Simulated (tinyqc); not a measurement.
Worked calculation: electron-beam lithography: double-Gaussian proximity function, edge placement and dose correction for parallel lines. Computed by tinyqc, a small Python program that keeps every step. Command: `OMP_NUM_THREADS=1 python tinyqc.py 3111837 3111838 out.jsonl proximity walk`. One thread of a shared host (Intel(R) Xeon(R) Processor @ 2.30GHz), about 0.01 s of CPU time with the checks. Intermediate numbers are printed to about 6 digits and carried at full precision; extremes and crossings named in words are read from the listed rows.

Lines are infinitely long. Absorbed energy is counted so that the middle of a very large area written at dose 1 receives 1; the resist develops where it exceeds 1/2.

Inputs (values chosen for the exercise, of the order of those for 10 keV electrons in resist on silicon):
```
quantity                              value               unit
forward range alpha                   0.026         micrometre
backscatter range beta                  1.3         micrometre
backscatter ratio eta                  0.83                  -
base dose D0                            130  microcoulomb/cm^2
beam current                            2.5                 nA
pixel size                                2                 nm
width of the test line                 0.21         micrometre
pattern density around the test line   0.32                  -
```

line widths (micrometre): 0.039  0.16  0.46  0.31  0.43

gaps between the lines (micrometre): 0.19  0.49  0.47  0.17

Constants: e = 1.602176634e-19 C.

## Layout

The first line starts at x = 0; each next one starts after the width and the gap.

Lines (micrometre):
```
line  left edge  right edge  centre
1         0.000       0.039  0.0195
2         0.229       0.389  0.3090
3         0.879       1.339  1.1090
4         1.809       2.119  1.9640
5         2.289       2.719  2.5040
```

## Interaction matrix

f(r) = [exp(-r^2/alpha^2)/alpha^2 + eta exp(-r^2/beta^2)/beta^2]/(pi (1 + eta)). A line from a to b at dose d gives E(x) = d [S(alpha) + eta S(beta)]/(1 + eta), S(s) = [erf((b - x)/s) - erf((a - x)/s)]/2. M_ij is the mean of E at the two edges of line i from line j at dose 1.

M:
```
          1         2         3         4         5
1  0.271638  0.029930  0.045045  0.006626  0.002324
2  0.007280  0.304560  0.061783  0.012296  0.005189
3  0.003849  0.021391  0.360128  0.039382  0.028101
4  0.000860  0.006442  0.058537  0.333107  0.070152
5  0.000234  0.002065  0.029968  0.050284  0.354876
```

## Dose correction

Uncorrected edge energies are M 1. Solve M d = 1/2 for the doses d that put the mean edge energy of every line at the threshold.

edge energies at dose 1: 1 0.355563, 2 0.391107, 3 0.452852, 4 0.469098, 5 0.437428

corrected doses: 1 1.47888, 2 1.32364, 3 1.09010, 4 1.03543, 5 1.16149

largest over smallest dose = 1.42828

Line 1 needs the most and line 4 the least; a narrow isolated line much wider than alpha would need 1 + eta = 1.83.

## Printed widths

Edges are the roots of E(x) = 1/2 between a line centre and the middle of the next gap. Three cases: dose 1 everywhere; one common dose equal to the mean of d; the corrected doses.

Width error, printed less drawn (nm):
```
line  drawn width (nm)    dose 1  mean dose  corrected
1                   39   missing   -11.0329   0.001346
2                  160  -19.2046    -3.2744   0.006267
3                  460   -8.0075     7.1967   0.008852
4                  310   -5.2211     9.9869   0.001943
5                  430  -10.7022     4.5774   0.018343
```

At dose 1, 1 of the 5 lines stay below the threshold. With the common mean dose the errors span 21.0 nm. With corrected doses the largest error is 0.02 nm.

## Dose to size and latitude

A test line of width w << beta in surroundings of density rho, all at dose d: near its edge E(x) = d [S + eta rho]/(1 + eta), S = [erf((b - x)/alpha) - erf((a - x)/alpha)]/2 for edges a and b, the second term being the background energy. Dose to size d_s = (1 + eta)/(erf(w/alpha) + 2 eta rho), dose = d_s D0; edge slope d [1 - exp(-w^2/alpha^2)]/(sqrt(pi) alpha (1 + eta)); width change per 1 % of dose = 2 x 0.01 x (1/2)/slope.

dose to size d_s = 1.19514

dose = 155.368 microcoulomb/cm^2

edge slope = 0.0141716 1/nm

width change per 1 % of dose = 0.705635 nm

background energy = 0.173459

The background supplies 35 % of the threshold.

## Shot noise and writing time

With dose = d_s D0: electrons per pixel N = dose x pixel area/e; relative noise 1/sqrt(N); time per cm^2 of pattern area = dose x density/current; pixel rate = current/(dose x pixel area).

electrons per pixel = 38.7893

shot noise = 16.0562 %

writing time per cm^2 = 5.52421 h

pixel rate = 402.270 MHz

Checks made by the program: corrected edge energies (relative difference below 1e-10).
